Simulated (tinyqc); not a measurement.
Collinear exchange A + BC -> AB + C on a London-Eyring-Polanyi-Sato surface: saddle, string of images and rate: one step, computed by the program tinyqc. Command: `OMP_NUM_THREADS=1 python tinyqc.py 3111443 3111444 out.jsonl leps walk`. One thread of a shared host (Intel(R) Xeon(R) Processor @ 2.30GHz), about 0.04 s of CPU time with the checks.

x = r(AB), y = r(BC), r(AC) = x + y. V is counted from separated atoms, the barrier from A + BC, that is V + D(BC).

Problem. Frequencies at the saddle. Wilson matrix G = [[1/m_A + 1/m_B, -1/m_B], [-1/m_B, 1/m_B + 1/m_C]]; eigenvalues lambda of G H give nu = 15.6333042 THz x sqrt(|lambda|), the negative one being imaginary. Reactant: nu_BC from k = 2 D beta^2 and 1/m_B + 1/m_C. Skew angle: cos = sqrt(m_A m_C/((m_A + m_B)(m_B + m_C))).

Inputs (values chosen for the exercise, for a model exchange):
```
quantity   value        unit
D(BC)       4.67          eV
beta(BC)    1.89  1/angstrom
mass of A     19           u
mass of B  2.014           u
mass of C  1.008           u
```

Hessian (eV/angstrom^2):
```
          x         y
x  18.45962   4.40381
y   4.40381  -0.85806
```

Constants: nu for 1 eV/(angstrom^2 u) = 15.6333042 THz.

Give: imaginary frequency; real frequency at the saddle; nu_BC; skew angle.

Solution.

imaginary frequency = 26.026 THz

real frequency at the saddle = 42.118 THz

nu_BC = 110.17 THz

skew angle = 56.690 degrees
